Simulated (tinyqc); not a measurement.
One-electron ion in a basis of Gaussians, step by step. One step of it, computed by the program tinyqc.

Question. Matrices over normalised Gaussians. With p = a_i + a_j and I(k) = Gamma((k+1)/2) / (2 p^((k+1)/2)): S = I(2l+2), T = (2l+3) a_i a_j S / p, V = -Z I(2l+1), each divided by sqrt(S_ii S_jj).

exponents of r^l exp(-a r^2) (1/bohr^2): [0.484700, 1.445000, 4.310000, 12.850000, 38.340000, 114.300000]

Z = 6

l = 1

Give: S; T; V.

Answer.

S:
$$\begin{pmatrix}
1.000 & 0.701 & 0.282 & 0.086 & 0.023 & 0.006 \\
0.701 & 1.000 & 0.700 & 0.282 & 0.086 & 0.023 \\
0.282 & 0.700 & 1.000 & 0.701 & 0.282 & 0.086 \\
0.086 & 0.282 & 0.701 & 1.000 & 0.700 & 0.282 \\
0.023 & 0.086 & 0.282 & 0.700 & 1.000 & 0.701 \\
0.006 & 0.023 & 0.086 & 0.282 & 0.701 & 1.000
\end{pmatrix}$$

T (hartree):
$$\begin{pmatrix}
1.212 & 1.272 & 0.615 & 0.200 & 0.056 & 0.015 \\
1.272 & 3.612 & 3.790 & 1.833 & 0.596 & 0.166 \\
0.615 & 3.790 & 10.775 & 11.307 & 5.465 & 1.780 \\
0.200 & 1.833 & 11.307 & 32.125 & 33.701 & 16.296 \\
0.056 & 0.596 & 5.465 & 33.701 & 95.850 & 100.584 \\
0.015 & 0.166 & 1.780 & 16.296 & 100.584 & 285.750
\end{pmatrix}$$

V (hartree):
$$\begin{pmatrix}
-4.444 & -4.393 & -2.789 & -1.413 & -0.654 & -0.293 \\
-4.393 & -7.673 & -7.585 & -4.816 & -2.438 & -1.128 \\
-2.789 & -7.585 & -13.252 & -13.100 & -8.316 & -4.212 \\
-1.413 & -4.816 & -13.100 & -22.881 & -22.616 & -14.360 \\
-0.654 & -2.438 & -8.316 & -22.616 & -39.524 & -39.073 \\
-0.293 & -1.128 & -4.212 & -14.360 & -39.073 & -68.242
\end{pmatrix}$$
